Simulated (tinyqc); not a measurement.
Inside a calculation. Model: three-phonon processes in a diatomic chain: dispersion, energy and momentum conservation, and decay channels of optical phonons. Computed by tinyqc, a small Python program that keeps every step. Command: `OMP_NUM_THREADS=1 python tinyqc.py 3121161 3121162 out.jsonl threeph walk`. One thread of a shared host (Intel(R) Xeon(R) Processor @ 2.30GHz), about 0.04 s of CPU time with the checks. Intermediate numbers are printed to about 6 digits and carried at full precision; extremes and crossings named in words are read from the listed rows.

Cell length a, two atoms, one spring constant. x = q a/pi runs from -1 to 1; A and O are the acoustic and optical branches. Matrix elements are not computed: only conservation laws and occupation factors are followed.

Inputs (values chosen for the exercise, for a model chain):

| quantity | value | unit |
|---|---|---|
| light mass m | 31 | u |
| heavy mass M | 97 | u |
| spring constant k | 7.2 | eV/angstrom^2 |
| temperature T | 300 | K |
| wave number of the decaying phonon q a/pi | 0.43 | - |

Constants: nu for 1 eV/(angstrom^2 u) = 15.6333042 THz; h x 1 THz = 4.135667696 meV; k_B = 8.617333262e-05 eV/K.

## Band edges

omega^2 = k (1/m + 1/M) -/+ k sqrt((1/m + 1/M)^2 - 4 sin^2(pi x/2)/(m M)); nu = 15.6333042 THz x sqrt(omega^2) for eV/(angstrom^2 u). Acoustic top sqrt(2 k/M), optical bottom sqrt(2 k/m), optical top sqrt(2 k (1/m + 1/M)).

acoustic top = 6.02346 THz

optical bottom = 10.6549 THz

optical top = 12.2397 THz

optical top over twice the acoustic top = 1.01600

optical bottom over twice the acoustic top = 0.884454

optical width over acoustic top = 0.263095

The zone-centre optical phonon lies above twice the acoustic top (M/m > 3), so its decay into two acoustic phonons is forbidden.

## Dispersion

The formulas are those given above.

Branches:

| x | nu_A (THz) | nu_O (THz) |
|---|---|---|
| 0.10 | 0.82213 | 12.2120 |
| 0.20 | 1.63501 | 12.1300 |
| 0.35 | 2.81524 | 11.9115 |
| 0.50 | 3.91314 | 11.5973 |
| 0.65 | 4.87399 | 11.2274 |
| 0.80 | 5.61139 | 10.8776 |
| 0.90 | 5.91595 | 10.7150 |
| 1.00 | 6.02346 | 10.6549 |

## All channels at the given wave number

Processes for O(x): decay O -> A + A and O -> O + A with x = x' + x'' (mod 2), and absorption O + A -> O with x + x' = x'' (mod 2). Roots of the energy mismatch in x' are bracketed on 4001 points from -1 to 1 and refined. A process is umklapp (U) if the sum of wave numbers leaves (-1, 1]. Weight = occupation factor/|d mismatch/dx'|, the factor being 1 + n' + n'' for decay and n' - n'' for absorption. Pairs that differ only by exchanging two acoustic products count once, and the trivial root x' = 0 is left out.

nu_O(x) = 11.7539 THz

Channels:

| process | x' | x'' | nu' (THz) | nu'' (THz) | type | weight (1/THz) |
|---|---|---|---|---|---|---|
| none | - | - | - | - | - | - |

No three-phonon channel is open for this phonon in the chain; four-phonon processes, or other branches in three dimensions, would set its lifetime.

## Phase space against the mass ratio

Total weight summed over channels and averaged over x = 0.05, 0.15, ..., 0.95, with m and k fixed; share of those x with an open channel.

Optical phonons:

| M/m | weight, A + A (1/THz) | weight, with O (1/THz) | share open |
|---|---|---|---|
| 1.1 | 0.242309 | 0 | 1.0 |
| 1.5 | 0.532914 | 0 | 1.0 |
| 2.0 | 0.311207 | 0 | 0.8 |
| 2.5 | 0.177553 | 0 | 0.5 |
| 2.9 | 0.137233 | 0 | 0.2 |
| 3.3 | 0.000000 | 0 | 0.0 |
| 3.7 | 0.000000 | 0 | 0.0 |
| 4.2 | 0.000000 | 0 | 0.0 |
| 6.0 | 0.000000 | 0 | 0.0 |

The A + A channel closes between M/m = 2.9 and 3.3 on this grid: energy conservation alone would allow it up to M/m = 4, where the optical bottom passes twice the acoustic top, but momentum must be conserved too. No channel with a second optical phonon opens at any ratio. A large gap that shuts such channels is one reason why crystals with very unequal masses can conduct heat well.

Checks made by the program: band edges against the dispersion (relative difference below 1e-10).
